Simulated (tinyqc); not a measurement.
# Double-gate transistor below threshold, two-dimensional Poisson equation on a small mesh: effects of single changes

Half of a symmetric double-gate structure: row 0 is the mid-plane of the body, where the normal field vanishes. Mobile charge is neglected (subthreshold), the body is fully depleted, and potentials are counted from the intrinsic level; rows run upward to the gate, columns from source to drain.

Inputs (values chosen for the exercise); semiconductor permittivity close to that of germanium:
- T = 300 K (temperature)
- eps_r = 16.2 (relative permittivity of the semiconductor)
- eox = 7.5 (relative permittivity of the insulator)
- tb = 6 nm (half the body thickness)
- tox = 2.8 nm (insulator thickness)
- L = 56 nm (channel length)
- Na = 0 cm^-3 (acceptor density of the depleted body)
- Vbi = 0.49 V (potential of the source)
- Vfb = 0.13 V (gate offset)
- Vg = -0.1 V (gate voltage)
- Vd = 0.7 V (drain voltage)

Constants: q = 1.602176634e-19 C, kB = 1.380649e-23 J/K, Vt = kB T/q, eps0 = 8.8541878128e-14 F/cm where lengths are in cm. Results are converted to the units shown.

Each table varies one quantity; the others keep the values above.

## Effect of the drain voltage

Mesh: rows i = 0..12 in the semiconductor (step hs = tb/12, row 12 on the interface), then 8 step(s) ho = tox/8 up to the gate row 20; columns j = 0..80 (step hy = L/80). Box integration, divided by eps0: up_i = eps hy/h of the interval above row i, dn_i = that of the interval below (0 for row 0), lat_i = (sum of eps h/2 over the intervals above and below)/hy, s_i = -q Na w_i hy/eps0 with w_i the semiconductor height of the box (hs/2 for row 0 and the interface row, hs between, 0 in the insulator). Each free node obeys (up + dn + 2 lat) psi = up psi(above) + dn psi(below) + lat [psi(left) + psi(right)] + s. Fixed values: gate row Vg - Vfb; column 0 at Vbi and the last column at Vbi + Vd in the semiconductor, each running linearly to Vg - Vfb across the insulator. The system is solved directly. On row 0 the minimum of psi and its place come from a parabola through the three lowest nodes; barrier = Vbi - minimum, swing = Vt ln 10/(d psi/dVg), DIBL = (d psi/dVd)/(d psi/dVg) there. Lambda = pi/k with k the smallest positive root of tan(k tox) tan(k tb) = eox/eps_r.

Effect of the drain voltage:

| Vd (V) | L/Lambda | barrier (V) | place y/L | swing (mV/decade) | DIBL (mV/V) |
|---|---|---|---|---|---|
| 0.05 | 2.499 | 0.6868 | 0.4957 | 62.31 | 22.58 |
| 0.25 | 2.499 | 0.6827 | 0.4810 | 62.34 | 20.13 |
| 0.45 | 2.499 | 0.6790 | 0.4690 | 62.39 | 18.34 |
| 0.65 | 2.499 | 0.6757 | 0.4590 | 62.46 | 16.96 |
| 0.85 | 2.499 | 0.6726 | 0.4503 | 62.53 | 15.86 |
| 1.05 | 2.499 | 0.6696 | 0.4426 | 62.61 | 14.96 |

Read the table: what changes, and by how much?

As Vd goes from 0.05 to 1.05 V, the barrier falls from 0.687 to 0.670 V, the swing stays near 62.4 mV a decade and DIBL falls from 22.6 to 15.0 mV/V; the ideal swing is 59.5. The barrier top moves from y/L = 0.496 to 0.443, towards the source.

## Effect of the insulator thickness

Same model as above.

Effect of the insulator thickness:

| tox (nm) | L/Lambda | barrier (V) | place y/L | swing (mV/decade) | DIBL (mV/V) |
|---|---|---|---|---|---|
| 1.1 | 3.389 | 0.7081 | 0.4681 | 60.28 | 4.252 |
| 1.5 | 3.109 | 0.7019 | 0.4652 | 60.68 | 6.511 |
| 2.1 | 2.784 | 0.6905 | 0.4611 | 61.42 | 10.71 |
| 2.9 | 2.464 | 0.6725 | 0.4561 | 62.64 | 17.60 |
| 4.1 | 2.127 | 0.6413 | 0.4490 | 64.87 | 30.15 |
| 5.6 | 1.837 | 0.5986 | 0.4407 | 68.20 | 48.73 |

As tox goes from 1.1 to 5.6 nm, the barrier falls from 0.708 to 0.599 V, the swing rises from 60.3 to 68.2 mV a decade and DIBL rises from 4.25 to 48.7 mV/V; the ideal swing is 59.5. L/Lambda goes from 3.4 to 1.8.

## Choice of the relaxation factor

Mesh: rows i = 0..2 in the semiconductor (step hs = tb/2, row 2 on the interface), then 2 step(s) ho = tox/2 up to the gate row 4; columns j = 0..6 (step hy = L/6). Sweeps go row by row from row 0, left to right, psi(new) = psi + omega (t - psi) with t the value that solves the node equation for the newest neighbours; free nodes start at zero; stop when the largest change is below 1e-7 V.

Choice of the relaxation factor:

| omega | sweeps |
|---|---|
| 1 | 78 |
| 1.1 | 64 |
| 1.2 | 52 |
| 1.3 | 41 |
| 1.4 | 30 |
| 1.5 | 24 |
| 1.6 | 32 |
| 1.7 | 45 |
| 1.8 | 70 |
| 1.9 | 141 |

Gauss-Seidel (omega = 1) takes 78 sweeps; the fewest, 24, are at omega = 1.5, and omega = 1.9 takes 141. The Jacobi matrix of this mesh has spectral radius rho = 0.9196, so theory puts the best factor at 2/(1 + sqrt(1 - rho^2)) = 1.44.

Numbers from tinyqc (`OMP_NUM_THREADS=1 python tinyqc.py 2480022 2480023 out.jsonl`; about 0.1 s on one thread of a shared Intel Xeon 2.30GHz).
